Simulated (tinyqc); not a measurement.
Parabolic quantum dot in a magnetic field (Fock-Darwin): one step. Orbital levels. Two cases, with inputs chosen for the exercise.

Task: The eight lowest (n, l) from E = (2n + |l| + 1) W - l wc/2.

Give: a table of (n,l), E (meV).

Case 1.

hbar wc = 5.847649 meV
hbar W = 5.117494 meV

Result:

Levels:
```
(n,l)   E (meV)
(0,0)     5.117
(0,1)     7.311
(0,2)     9.505
(0,3)    11.699
(0,-1)   13.159
(0,4)    13.892
(1,0)    15.352
(0,5)    16.086
```

Case 2.

hbar wc = 3.789703 meV
hbar W = 7.735662 meV

Result:

Levels:
```
(n,l)   E (meV)
(0,0)     7.736
(0,1)    13.576
(0,-1)   17.366
(0,2)    19.417
(1,0)    23.207
(0,3)    25.258
(0,-2)   26.997
(1,1)    29.048
```

Computed by tinyqc, one run a case: `OMP_NUM_THREADS=1 python tinyqc.py N N+1 out.jsonl` with N = 1250981, 1250984; one thread of a shared Intel(R) Xeon(R) Processor @ 2.30GHz, about 0.05 s a run at most.
